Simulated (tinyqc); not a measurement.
# Strain, valley repopulation and piezoresistance in a many-valley conduction band, step by step

A worked calculation. Computed by tinyqc, a small Python program that keeps every step. Command: `OMP_NUM_THREADS=1 python tinyqc.py 3009254 3009255 out.jsonl valleys walk`. One thread of a shared host (Intel(R) Xeon(R) Processor @ 2.30GHz), about 0.02 s of CPU time with the checks. Intermediate numbers are printed to about 6 digits and carried at full precision; extremes and crossings named in words are read from the listed rows.

Valleys are ellipsoids with mass m_l along the axis a and m_t across it, parabolic, with one constant relaxation time; strain shifts the valleys and leaves the masses alone. Currents are taken along [110], along the load, and along [1-10], across the load.

Inputs (values chosen for the exercise, for a model crystal):

| quantity | value | unit |
|---|---|---|
| longitudinal mass m_l | 1.6 | m_0 |
| transverse mass m_t | 0.0702 | m_0 |
| shear deformation potential Xi_u | 12 | eV |
| dilation deformation potential Xi_d | -4.8 | eV |
| C11 | 129 | GPa |
| C12 | 44.8 | GPa |
| C44 | 62.8 | GPa |
| stress X (tension positive) | -120 | MPa |
| electron density n | 1.5e+17 | 1/cm^3 |
| relaxation time tau | 270 | fs |
| temperature T | 350 | K |

Valley axes: <111> (4 valleys). Load: uniaxial [110].

Constants: k_B = 8.617333262e-05 eV/K; m_0 = 9.1093837015e-31 kg; k_B = 1.380649e-23 J/K; hbar = 1.054571817e-34 J s; e = 1.602176634e-19 C.

## Strain

Compliances S11 = (C11 + C12)/((C11 - C12)(C11 + 2 C12)), S12 = -C12/((C11 - C12)(C11 + 2 C12)), S44 = 1/C44; stress sigma_ij = X n_i n_j for the unit vector n of the load; e_xx = S11 sigma_xx + S12 (sigma_yy + sigma_zz), e_xy = S44 sigma_xy/2 (tensor strain).

strain tensor (%):
```
            x           y          z
x  -0.0420512  -0.0477707  0.0000000
y  -0.0477707  -0.0420512  0.0000000
z   0.0000000   0.0000000  0.0292077
```

## Valley shifts

Herring-Vogt shift of a valley with unit axis a: dE = Xi_d tr(e) + Xi_u a.e.a.

shifts dE (meV): [111] -3.38250, [-111] 4.26081, [1-11] 4.26081, [11-1] -3.38250

splitting (highest minus lowest) = 7.64331 meV

Lowest: [111], [11-1]; the splitting is 0.253 k_B T.

## Populations

Each of the 4 valleys holds n_v = N_v (2/sqrt(pi)) F_1/2((E_F - dE_v)/(k_B T)), N_v = 2 (m_d k_B T/(2 pi hbar^2))^(3/2), m_d = (m_l m_t^2)^(1/3); E_F solves sum n_v = n and is counted from the unstrained edge. F_j(eta) = int_0^infinity x^j/(1 + exp(x - eta)) dx, without a gamma-function factor. It is evaluated after integrating by parts. Integrals over x = E/(k_B T) use 160 Gauss-Legendre points in u = sqrt(x) from 0 to sqrt(max(eta, 0) + 32).

Fermi level E_F = -129.827 meV

share of the electrons: [111] 0.281363, [-111] 0.218637, [1-11] 0.218637, [11-1] 0.281363

## Mobility tensor and resistance change

Mobility tensor mu = e tau sum_v (n_v/n) [1/m_t + (1/m_l - 1/m_t) a a^T]; unstrained mu_0 = e tau (1/m_l + 2/m_t)/3; resistivity along d from the inverse tensor, rho_d = d.mu^-1.d/(n e), mobility along d = 1/(d.mu^-1.d); gauge pi_d = (rho_d/rho_0 - 1)/X.

mobility tensor (cm^2/(V s)):
```
         x        y        z
x  4608.73  -270.47     0.00
y  -270.47  4608.73     0.00
z     0.00     0.00  4608.73
```

unstrained mobility mu_0 = 4608.73 cm^2/(V s)

mobility along the first direction = 4338.26 cm^2/(V s)

mobility along the second direction = 4879.20 cm^2/(V s)

resistance change along the first direction = 6.23460 %

resistance change along the second direction = -5.54339 %

The mobility lies between e tau/m_l = 297 and e tau/m_t = 6760; the trace stays at 3 mu_0. Along the first direction the filled valleys present more of their heavy mass.

## Linear piezoresistance coefficients

With eta_0 the reduced Fermi level without strain, r = F_-1/2(eta_0)/(2 F_1/2(eta_0)) (1 for a classical gas) and c = r (Xi_u/k_B T) (m_l - m_t)/(2 m_l + m_t): pi44 = -c S44/3, pi11 = pi12 = 0.

eta_0 = -4.31115

degeneracy factor r = 0.995302

pi11 = 0 1e-11/Pa

pi12 = 0 1e-11/Pa

pi44 = -98.3274 1e-11/Pa

The gas is classical, so the coefficients follow 1/T.

## Full result against the linear law

Linear theory: pi_l = (pi11 + pi12 + pi44)/2, pi_t = (pi11 + pi12 - pi44)/2.

Resistance changes (%); at 2000 MPa the strain is near or above 1 %, where band warping, left out here, matters:

| X (MPa) | splitting (meV) | largest share | first direction | linear | second direction | linear |
|---|---|---|---|---|---|---|
| -2000 | 127.389 | 0.492718 | 83.2084 | 98.3274 | -31.2324 | -98.3274 |
| -1000 | 63.694 | 0.445667 | 57.7617 | 49.1637 | -26.8007 | -49.1637 |
| -400 | 25.478 | 0.349336 | 22.8316 | 19.6655 | -15.6743 | -19.6655 |
| -150 | 9.554 | 0.289089 | 7.8916 | 7.3746 | -6.8158 | -7.3746 |
| -50 | 3.185 | 0.263125 | 2.5178 | 2.4582 | -2.3971 | -2.4582 |
| 50 | 3.185 | 0.263125 | -2.3971 | -2.4582 | 2.5178 | 2.4582 |
| 150 | 9.554 | 0.289089 | -6.8158 | -7.3746 | 7.8916 | 7.3746 |
| 400 | 25.478 | 0.349336 | -15.6743 | -19.6655 | 22.8316 | 19.6655 |
| 1000 | 63.694 | 0.445667 | -26.8007 | -49.1637 | 57.7617 | 49.1637 |
| 2000 | 127.389 | 0.492718 | -31.2324 | -98.3274 | 83.2084 | 98.3274 |

Along the first direction the linear law holds within 10 % for 4 of the 10 stresses, at -150, -50.0, 50.0, 150 MPa. At the largest compression the full change is +83.2 % against the linear +98.3 %, at the largest tension -31.2 % against -98.3 %: once the splitting is comparable with k_B T (or E_F) the populations no longer follow it linearly, and the change must saturate when the upper valleys are empty.

Checks made by the program: trace of the tensor against 3 mu_0 (relative difference below 1e-10); linear coefficients against the full calculation at 0.01 MPa (relative difference 3e-06).
